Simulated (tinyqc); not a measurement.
Schottky barrier on an n-type semiconductor, non-linear Poisson equation by Newton steps: one step of the calculation.

One dimension, metal at x = 0, donor density C(x) = Nd, uniform. Energies are counted from the electron Fermi level of the semiconductor and the conduction-band edge is Ec = -psi, so n = Nc exp(psi/Vt); holes follow the Fermi level of the metal, at -V, so p = Nv exp((V - psi - Eg)/Vt). Ends: psi(0) = V - phiB and psi = Vt ln(Nd/Nc) deep inside. Boltzmann statistics, full ionisation, no current, no image force in the Poisson equation.

Task. Newton step. Solve the tridiagonal system a_(i-1) d_(i-1) + b_i d_i + a_i d_(i+1) = -F_i for nodes 1 to 13, with d = 0 on fixed nodes. Half of the step is added while the largest |d| exceeds 1.5 Vt, the full step after that.

Values chosen for this exercise:
```
symbol  value  unit      meaning
T         300     K  temperature
```

Constants: q = 1.602176634e-19 C, kB = 1.380649e-23 J/K, Vt = kB T/q. Results are converted to the units shown.

coupling a_i, interval 0 to 13 (F/cm^2): 2.6791059e-6  2.3395009e-6  2.0506736e-6  1.7670698e-6  1.5670242e-6  1.3395529e-6  1.1864612e-6  1.0381535e-6  8.9303529e-7  7.9097411e-7  6.8638249e-7  5.9749843e-7  5.0952320e-7  4.6140156e-7

```
node  diagonal b (F/cm^2)  residual F (C/cm^2)
1           -5.0186068e-6        -9.0554233e-7
2           -4.3901745e-6        -7.6508854e-8
3           -3.8177498e-6        -4.4653001e-8
4           -3.3354205e-6        -5.1003594e-8
5           -2.9715534e-6        -4.2796321e-8
6           -3.0944190e-6        -1.3874934e-8
7           -3.6661646e-6        -2.0245388e-9
8           -4.0887843e-6       -1.6968258e-10
9           -4.3333818e-6       -8.8979537e-12
10          -4.5484957e-6       -3.2183286e-13
11          -4.8271447e-6       -7.7092375e-15
12          -5.2244095e-6       -1.1922509e-16
13          -5.6475318e-6                   ~0
```

psi after iteration 2, node 0 to 14 (V): -1.1900000  -0.6876030  -0.5093631  -0.3563912  -0.2215915  -0.1246030  -0.0720991  -0.0513449  -0.0446074  -0.0427886  -0.0423890  -0.0423152  -0.0423042  -0.0423029  -0.0423028

Find: Newton step d, before damping; psi after iteration 3.

Result.

Newton step d, before damping, node 1 to 13 (V): -0.35538  -0.37528  -0.36067  -0.31845  -0.23856  -0.12473  -0.04427  -0.01183  -0.00252  -0.00045  -0.00006  -0.00001  0.00000
psi after iteration 3, node 0 to 14 (V): -1.1900  -0.8653  -0.6970  -0.5367  -0.3808  -0.2439  -0.1345  -0.0735  -0.0505  -0.0440  -0.0426  -0.0423  -0.0423  -0.0423  -0.0423

tinyqc, about 0.05 s, one thread, Intel Xeon 2.30GHz (shared host): `OMP_NUM_THREADS=1 python tinyqc.py 2020128 2020129 out.jsonl`

~0 in a residual or rate marks an entry under 1e-11 of the largest of its column.
